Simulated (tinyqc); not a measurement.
Planar ballistic transistor, top-of-the-barrier model: one step of the calculation.

At the top of the source barrier, states moving towards the drain are filled by the source (Fermi level 0) and states moving back by the drain (Fermi level -q Vd); nothing scatters. U is the shift of the band edge there, set by the capacitances CG, CD and CS (the total) and by the charge. Parabolic two-dimensional band; the source is grounded.

Question. Current, mean velocity and share of the gate voltage. N0 = gv m kB T/(pi hbar^2), CG = eps0 eox/tox, vT = sqrt(2 kB T/(pi m)), CS = CG/aG, n0 = n at U = 0 and Vd = 0. eta1 = -(E0 + U)/Vt, eta2 = eta1 - Vd/Vt, n = (N0/2)[F_0(eta1) + F_0(eta2)], F_0(x) = ln(1 + exp x). I = q (N0/2) vT [F_(1/2)(eta1) - F_(1/2)(eta2)] per width, F_(1/2)(x) = (2/sqrt(pi)) int_0^infinity u^(1/2)/(1 + exp(u - x)) du. Mean velocity I/(q n). CQ = (q/Vt) dn/d(eta1); the band edge follows the gate as -dU/dVg = aG/(1 + CQ/CS).

Parameters, values chosen for the exercise; mass and valleys close to those of indium arsenide: temperature T = 400 K; effective mass m = 0.0291 m0; valley degeneracy gv = 1; relative permittivity of the gate insulator eox = 9; insulator thickness tox = 3.3 nm; gate control CG/CS aG = 0.95; band edge at the barrier top above the source Fermi level at zero bias E0 = 0.24 eV; drain voltage Vd = 0.4 V.

Constants: q = 1.602176634e-19 C, kB = 1.380649e-23 J/K, hbar = 1.054571817e-34 J s, m0 = 9.1093837015e-31 kg, Vt = kB T/q, eps0 = 8.8541878128e-14 F/cm where lengths are in cm. Results are converted to the units shown.

converged U = -0.34571978 eV

Find: eta1; n; I; mean velocity; CQ; -dU/dVg.

Answer.

eta1 = 3.067
n = 6.521e11 cm^-2
I = 563.8 uA/um
mean velocity = 5.396e7 cm/s
CQ = 0.9307 uF/cm^2
-dU/dVg = 0.6954 eV/V

The carriers from the source are degenerate (eta1 = 3.07), and the mean velocity is 1.48 times vT = sqrt(2 kB T/(pi m)) = 3.64e7 cm/s.

tinyqc, about 0.01 s, one thread, Intel Xeon 2.30GHz (shared host): `OMP_NUM_THREADS=1 python tinyqc.py 2400156 2400157 out.jsonl`
